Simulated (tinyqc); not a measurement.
Inside a calculation. Method: CCSD on RHF in the 3-21g basis, for H2, spin multiplicity 1. One step of it, computed by the program tinyqc.

Task: CCSD: starting amplitudes. t_ij^ab = <ij||ab> / (e_i + e_j - e_a - e_b), whose energy is MP2.

orbital energies (hartree): MO1 -0.521312, MO2 0.186113, MO3 1.071529, MO4 1.294529

Two-electron integrals over orbitals (pq|rs), unique and non-zero (hartree):
```
(11|11) 0.572962    (21|21) 0.115205    (22|11) 0.458014    (22|22) 0.422605
(31|11) 0.130780    (31|22) 0.072050    (31|31) 0.094882    (32|21) 0.015290
(32|32) 0.039706    (33|11) 0.526775    (33|22) 0.428850    (33|31) 0.125541
(33|33) 0.510105    (41|21) -0.079314   (41|32) -0.052955   (41|41) 0.105723
(42|11) -0.134788   (42|22) -0.074697   (42|31) -0.082333   (42|33) -0.126075
(42|42) 0.083883    (43|21) -0.129564   (43|32) -0.045778   (43|41) 0.126869
(43|43) 0.188916    (44|11) 0.578959    (44|22) 0.469863    (44|31) 0.170962
(44|33) 0.562205    (44|42) -0.163683   (44|44) 0.646730
```

Give: Starting amplitudes; correlation energy.

Result:

Starting amplitudes (spin orbitals 1a, 1b, ...; amplitudes related by a flip of all spins are not repeated):
```
from      to        t
1a 1b  2a 2b  -0.0814
1a 1b  2a 4b   0.0314
1a 1b  3a 3b  -0.0298
1a 1b  4a 4b  -0.0291
```

correlation energy = -0.020271 hartree
